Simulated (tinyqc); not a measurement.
What each parameter does: Kronig-Penney superlattice by transfer matrices.

Wells (width a, potential 0, mass mw) alternate with barriers (width b, height V0, mass mb); period d = a + b; c = hbar^2/2m0. The vector (psi, psi'/m) is continuous, and a layer of thickness t carries it by M = [[cos kt, (m/k) sin kt], [-(k/m) sin kt, cos kt]] with k = sqrt(m (E - V)/c); for E < V, k = i kappa gives [[cosh, (m/kappa) sinh], [(kappa/m) sinh, cosh]] of kappa t. A Bloch state obeys cos(q d) = tr(Mb Mw)/2.

Constants: hbar^2/2m0 = 3.80998211 eV angstrom^2.

Values chosen for the exercise (near those of a non-polar GaN superlattice with barriers of AlGaN; not measured data): a = 19 angstrom (well width); b = 10 angstrom (barrier width); V0 = 0.66 eV (barrier height); mw = 0.207 m0 (mass in the wells); mb = 0.253 m0 (mass in the barriers).

Bottom and width of the first miniband, the gap above it, and m_z = -2 c f'/d^2 with f = tr M/2.

Results for these values:
```
case  bottom (eV)  width (meV)  gap (meV)  m_z (m0)
base       0.1544         75.9      350.1    0.3221
```

What happens to each result for a = 21 angstrom, all else kept?

Answer: bottom falls from 0.1544 to 0.1381; width falls from 75.9 to 62.5; gap falls from 350.1 to 323.4; m_z rises from 0.3221 to 0.3352.

The same for each parameter in turn:
```
case             bottom (eV)  width (meV)  gap (meV)  m_z (m0)
base                  0.1544         75.9      350.1    0.3221
a = 21 angstrom       0.1381         62.5      323.4    0.3352
b = 8 angstrom        0.1408        109.4      322.2    0.2805
V0 = 0.561 eV         0.1386         86.5      307.4    0.2967
mw = 0.2277 m0        0.1508         70.4      334.4    0.3454
mb = 0.2909 m0        0.1516         64.7      363.9    0.3654
```

tinyqc: `OMP_NUM_THREADS=1 python tinyqc.py 1251231 1251232 out.jsonl`; about 0.2 s, one thread, shared Intel(R) Xeon(R) Processor @ 2.30GHz.
